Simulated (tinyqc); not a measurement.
How far the spectrum must be known: Lorentz oscillators and the Kramers-Kronig relations.

eps(E) = 1 + sum_j S_j/(E0_j^2 - E^2 - i G_j E).

Kramers-Kronig: eps1(E) = 1 + (2/pi) P integral_0^infinity E1 eps2(E1)/(E1^2 - E^2) dE1. Maclaurin rule on the grid E_j = j h, j = 1 .. M: eps1(E_i) = 1 + (4 h/pi) sum over j with j - i odd of E_j eps2(E_j)/(E_j^2 - E_i^2); nothing is added above E_M.

Inputs chosen for the exercise (line positions loosely like those of SiC; Lorentz tails absorb below the gap, where the real solid is clear; not measured data):
- E0 = (5.86, 7.37, 9.53) eV (resonances)
- G = (0.91, 0.81, 2.3) eV (widths)
- S = (60.4, 149, 111.3) eV^2 (strengths)
- E_t = 1.5 eV (energy below the first line)

The integrals are done by adaptive quadrature and cut at E_cut. f-sum share: (2/pi) integral of E eps2 over sum S. Static share: (2/pi) integral of eps2/E over eps(0) - 1.

Cut integrals:
```
E_cut (eV),eps1(E_t),f-sum share,static share
7.6,5.170,0.467,0.691
10.5,6.698,0.817,0.949
14.3,6.940,0.919,0.991
19.1,6.976,0.948,0.997
28.6,6.989,0.968,0.999
47.6,6.993,0.982,1.000
```

eps1(E_t) from the formula = 6.994

Cut at 10.5 eV, just above the last line, eps1(E_t) lacks 0.296; cut at 47.6 eV it lacks 0.001. At 14.3 eV the static sum has reached 0.991 and the f-sum only 0.919: the f-sum weights eps2 by E and the static sum by 1/E, so the f-sum needs the far tail.

Program tinyqc; command `OMP_NUM_THREADS=1 python tinyqc.py 1652158 1652159 out.jsonl`; about 0.1 s on one thread of a shared Intel(R) Xeon(R) Processor @ 2.30GHz.
